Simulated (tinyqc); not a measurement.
# Input admittance of a MOSFET at zero drain bias: distributed channel and distributed gate, step by step

Computed by the program tinyqc: `OMP_NUM_THREADS=1 python tinyqc.py 2262221 2262222 out.jsonl`, one thread of a shared Intel Xeon 2.30GHz, about 0.01 s for the whole run. Printed values are rounded.

Source and drain grounded, strong inversion, w = 2 pi f, Cox = eps0 eox/tox. The channel is an RC line of resistance 1/(mu Cox Vo) per square fed from both ends, so one finger has the intrinsic admittance y = i w Cox L tanh(g)/g per width, g = (1/2) sqrt(i w tau), tau = L^2/(mu Vo). The vertical resistance rv/L is in series with y, the overlaps 2 i w Cov in parallel: y_t = 1/(1/y + rv/L) + 2 i w Cov. The gate strip is a line of Rsh/L per length loaded by y_t, so a finger has Y = y_t Wf tanh(k)/k, k = (Wf/sd) sqrt(y_t Rsh/L); the device has Nf Y.

Values chosen for this exercise; values of the order met in silicon radio-frequency transistors:
```
symbol,value,unit,meaning
eox,3.9,,relative permittivity of the gate insulator (close to silicon dioxide)
tox,4.9,nm,insulator thickness
L,0.36,um,channel length
Wf,16,um,finger width
Nf,16,,number of fingers
mu,330,cm^2/(V s),channel mobility
Vo,0.37,V,gate overdrive
Rsh,28,ohm/square,sheet resistance of the gate
rv,7.7,ohm um^2,vertical resistivity of the gate stack
sd,2,,number of ends at which a finger is contacted
Cov,0.35,fF/um,overlap and fringe capacitance on each side
f,5.1,GHz,frequency
```

Constants: eps0 = 8.8541878128e-14 F/cm where lengths are in cm. Results are converted to the units shown.

## Low-frequency resistances and capacitance

Low-frequency limits, with c = Cox L and ct = c + 2 Cov: R_strip = Rsh Wf/(3 sd^2 L Nf), R_ch = (c/ct)^2 L/(12 mu Cox Vo Wf Nf), R_vert = (c/ct)^2 rv/(L Wf Nf), C = ct Wf Nf.

parts (ohm): strip 6.48148, channel 0.836573, vertical 0.0513220
sum = 7.36938 ohm
C = 828.671 fF
1/(2 pi R C) = 26.0620 GHz

The strip term is the largest, 88.0 % of the sum.

## Admittance of the channel and stack per width

tau, g, c = Cox L, y and y_t as defined.

tau = 10.6143 ps
g = 0.206193+0.206193i
c = 2.53700 fF/um
y = 2.3015+81.2178i uS/um
y_t = 2.443+103.641i uS/um

w tau = 0.340, and Im y is 0.999 of w c.

## Input impedance of the device

k and Y as defined; Z = 1/(Nf Y) = R + 1/(i w C); Q = |Im Z|/R; signal at the point farthest from a contact |1/cosh k|.

k = 0.513907+0.501939i
Nf Y = 4.9356+25.4335i mS
R = 7.35311 ohm
C = 823.589 fF
Q = 5.15310
signal at the far point = 0.972800

R is 0.22 % below its low-frequency limit and C is 0.61 % below its own.
